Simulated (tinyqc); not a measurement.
# Off-state leakage of single and stacked transistors, step by step

Computed by the program tinyqc: `OMP_NUM_THREADS=1 python tinyqc.py 2242019 2242020 out.jsonl`, one thread of a shared Intel Xeon 2.30GHz, about 0.03 s for the whole run. Printed values are rounded.

n-channel devices of unit width. Subthreshold current I(Vg, Vs, Vd) = I0 (T/300 K)^0.5 exp[(Vg - Vs - VT(T) - gb (Vs - Vb) + dd (Vd - Vs))/(nf Vt)] (1 - exp(-(Vd - Vs)/Vt)), VT(T) = VT - cT (T - 300 K). Gate-edge tunnelling Ig (Vd/1 V) exp(ag (Vd - 1 V)), for a gate at 0 V, and band-to-band leakage Ab u exp(-Bb/u), u = Vd - Vb + 1 V, flow at a drain held at V; both are taken as independent of T. In a stack of off transistors (all gates at 0 V) the same subthreshold current passes through each.

Parameters, values chosen for the exercise; values of the order met in bulk silicon logic transistors: temperature T = 300 K; supply voltage V = 1.1 V; threshold at 300 K, zero drain and body bias VT = 0.47 V; fall of the threshold with temperature cT = 0.8 mV/K; current at threshold at 300 K I0 = 0.12 uA/um; slope factor nf = 1.22; drain-induced lowering per volt dd = 0.14; rise of the threshold per volt of source-body bias gb = 0.08; gate-edge tunnelling current at 1 V Ig = 2e-5 uA/um; exponential slope of the gate current ag = 3.1 1/V; prefactor of band-to-band leakage at the drain Ab = 3 uA/(um V); its exponential voltage Bb = 29 V; body voltage Vb = 0 V.

Constants: q = 1.602176634e-19 C, kB = 1.380649e-23 J/K, Vt = kB T/q. Results are converted to the units shown.

## Leakage of one transistor

Vg = Vs = 0, Vd = V; effective threshold VT(T) - gb Vb - dd V.

effective threshold = 0.316 V
parts (nA/um): subthreshold 0.00534438, gate edge 0.0299954, band-to-band 0.00633783
total = 0.0416776 nA/um
shares (%): subthreshold 12.8232, gate edge 71.9700, band-to-band 15.2068

The gate edge part is the largest.

## Starting value

Vx = dd V/(1 + gb + 2 dd), the solution for Vx well above Vt, rounded to three decimals.

Vx at the start = 0.113 V

## Iteration 1: new Vx

Stack of two, Vx the node between them: I_low = I(0, 0, Vx), I_up = I(0, Vx, V), f = ln(I_up/I_low), f' = -(1 + gb + 2 dd)/(nf Vt) - 1/(Vt (exp(Vx/Vt) - 1)) - 1/(Vt (exp((V - Vx)/Vt) - 1)), Vx(new) = Vx - f/f'.

I_low = 6.60163e-5 nA/um
I_up = 6.75431e-5 nA/um
f = 0.0228647
f' = -43.6157 1/V
Vx after iteration 1 = 0.113524 V

## Iteration 2: new Vx

As before.

I_low = 6.61871e-5 nA/um
I_up = 6.61872e-5 nA/um
f = 2.64699e-6
f' = -43.6057 1/V
Vx after iteration 2 = 0.113524 V

## Course of the iteration

Stop when the step is below 1e-11 V, or after 40 iterations.

Course of the iteration:
```
iteration	Vx before the step (V)	step (V)
1	0.113	5.24e-4
2	0.113524	6.07e-8
3	0.113524	8.47e-16
```

Converged in 3 iterations. The subthreshold current of the stack is 6.619e-5 nA/um, 80.7 times less than that of one transistor (the drain leakage is unchanged); the estimate exp[dd V (1 + gb + dd)/((1 + gb + 2 dd) nf Vt)] gives 79.8.
